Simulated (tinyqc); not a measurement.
Trench capacitor in an array: capacitance, non-linearity, leakage and relaxation: one step of the calculation.

A film between two metal electrodes, each interface adding a series capacitance ci. The small-signal permittivity is ek (1 + aq E^2); the field is found with the linear permittivity. Leakage J = J0 sinh(E/Ef). After a voltage step the film passes a relaxation current kr C V tt^(-nr), tt being the time in seconds. The sidewall is a coaxial capacitor with radii a = dm/2 - t and b = dm/2, depth AR dm; the end face is left out.

Problem. Cell capacitance, fields and time constant. Per length 1/c = ln(b/a)/(2 pi eps0 ek) + (1/a + 1/b)/(2 pi ci); cell capacitance c AR dm; per footprint over pt^2; fields c V/(2 pi eps0 ek r) at r = a and b; resistance of the inner electrode rho AR dm/(pi a^2); time constant R C/3 of the distributed line.

Inputs (values chosen for the exercise); permittivity of the order of that of hafnium oxide:

| symbol | value | unit | meaning |
|---|---|---|---|
| ek | 19.2 |  | relative permittivity of the film |
| t | 4.3 | nm | film thickness |
| ci | 1000 | uF/cm^2 | capacitance of each electrode interface (dead layer and screening) |
| V | 0.8 | V | bias |
| dm | 47 | nm | diameter of the hole |
| AR | 50 |  | aspect ratio, depth over diameter |
| pt | 84 | nm | pitch of the square array |
| rho | 800 | uohm cm | resistivity of the inner electrode |

Constants: eps0 = 8.8541878128e-14 F/cm where lengths are in cm. Results are converted to the units shown.

Give: a; b; cell capacitance; capacitance per footprint; field at a; field at b; R; R C/3.

Solution.

a = 19.200 nm
b = 23.500 nm
cell capacitance = 12.323 fF
capacitance per footprint = 174.64 uF/cm^2
field at a = 2.0455 MV/cm
field at b = 1.6712 MV/cm
R = 16.233 kohm
R C/3 = 66.680 ps

The array gives 44.5 times the planar capacitance per footprint; curvature makes the field at the inner electrode 1.11 times the planar value.

Program tinyqc, `OMP_NUM_THREADS=1 python tinyqc.py 2102138 2102139 out.jsonl`; Intel Xeon 2.30GHz, shared host, one thread, about 0.01 s.
